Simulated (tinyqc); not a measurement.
# Gate sheet resistance from two finger widths

Question. At low frequency R = Rsh Wf/(3 L) + B/Wf, where B collects the channel and vertical terms. Find Rsh, B and the width of lowest R.

Parameters, values chosen for the exercise:
```
symbol,value,unit,meaning
L,0.95,um,channel length
```

input resistance of single fingers, contacted at one end, of width 1.8 and 9.4 um (ohm): [312.76023, 152.03210]

Answer. R Wf is a straight line in Wf^2; the minimum of R lies where both terms are equal.

Rsh = 29.0 ohm/square
B = 530 ohm um
width of lowest R = 7.22 um

tinyqc, about 0.01 s, one thread, Intel Xeon 2.30GHz (shared host): `OMP_NUM_THREADS=1 python tinyqc.py 2262241 2262242 out.jsonl`
